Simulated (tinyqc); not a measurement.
# Electron continuity equation in a given potential, Scharfetter-Gummel discretisation, step by step

tinyqc, about 0.01 s, one thread, Intel Xeon 2.30GHz (shared host): `OMP_NUM_THREADS=1 python tinyqc.py 2220124 2220125 out.jsonl` Printed values are rounded.

Steady state in one dimension: J = q mu n E + q D dn/dx with E = -dpsi/dx and D = mu Vt, dJ/dx = q (n/tau - G), fixed densities nL and nR at the ends. The potential is given, psi = 0 for x < L/2 and U (2 x/L - 1) beyond, and is not changed by the electrons.

Values chosen for this exercise; mobility close to that of gallium arsenide at room temperature:
- T = 350 K (temperature)
- mu = 8090 cm^2/(V s) (electron mobility)
- L = 0.18 um (length of the region)
- nL = 1.7e14 cm^-3 (density at x = 0)
- nR = 0 cm^-3 (density at x = L)
- tau = 2e-12 s (lifetime)
- G = 0 cm^-3 s^-1 (uniform generation rate)
- U = -0.58 V (potential difference psi(L) - psi(0))

Constants: q = 1.602176634e-19 C, kB = 1.380649e-23 J/K, Vt = kB T/q. Results are converted to the units shown.

Range of the model: The drift velocity mu E exceeds 1e7 cm/s somewhere, where real mobilities no longer stay constant.

## Potential on the mesh

11 equal intervals, h = L/11; psi = 0 for x < L/2 and U (2 x/L - 1) beyond.

psi, node 0 to 11 (V): [0.000000, 0.000000, 0.000000, 0.000000, 0.000000, 0.000000, -0.052727, -0.158182, -0.263636, -0.369091, -0.474545, -0.580000]

## Bernoulli factors

d_i = (psi_(i+1) - psi_i)/Vt; B(d) = d/(exp(d) - 1), B(0) = 1. The flux on interval i is J_i = (q D/h) [n_(i+1) B(d_i) - n_i B(-d_i)].

d_i, interval 0 to 10: [0.00000, 0.00000, 0.00000, 0.00000, 0.00000, -1.74821, -3.49643, -3.49643, -3.49643, -3.49643, -3.49643]
B(d_i), interval 0 to 10: [1, 1, 1, 1, 1, 2.11670, 3.60570, 3.60570, 3.60570, 3.60570, 3.60570]
B(-d_i), interval 0 to 10: [1, 1, 1, 1, 1, 0.368485, 0.109272, 0.109272, 0.109272, 0.109272, 0.109272]

The largest |d_i| is 3.50, above 2, where central differences lose the sign pattern that keeps densities positive.

## Tridiagonal system for the inner nodes

Row i (1 to 10): B(-d_(i-1)) n_(i-1) + b_i n_i + B(d_i) n_(i+1) = f_i with b_i = -B(-d_i) - B(d_(i-1)) - h^2/(D tau) and f_i = -G h^2/D; the known end values are moved to the right: f_1 loses B(-d_0) nL and f_10 loses B(d_10) nR. h = L/11, D = mu Vt.

diagonal b, node 1 to 10: [-2.00549, -2.00549, -2.00549, -2.00549, -1.37397, -2.23146, -3.72046, -3.72046, -3.72046, -3.72046]
right side f, node 1 to 10 (cm^-3): [-1.7e14, 0, 0, 0, 0, 0, 0, 0, 0, 0]

## Densities and current

B(d) = d/(exp(d) - 1) with d_i = (psi_(i+1) - psi_i)/Vt; b and f are the diagonal and right side of the balance equations. Solve B(-d_(i-1)) n_(i-1) + b_i n_i + B(d_i) n_(i+1) = f_i (end values already in f), then J_i = (q D/h) [n_(i+1) B(d_i) - n_i B(-d_i)], h = L/11, D = mu Vt.

n, node 0 to 11 (cm^-3): [1.7e14, 1.65458e14, 1.61824e14, 1.59078e14, 1.57205e14, 1.56195e14, 2.71186e13, 8.20555e11, 2.48277e10, 7.50572e8, 2.20448e7, 0]
J, interval 0 to 10 (A/cm^2): [-108.504, -86.815, -65.602, -44.749, -24.141, -3.666, -0.111, -0.003, 0.000, 0.000, 0.000]

Against a mesh 200 times finer the densities are off by at most 0.28 % of their local values.
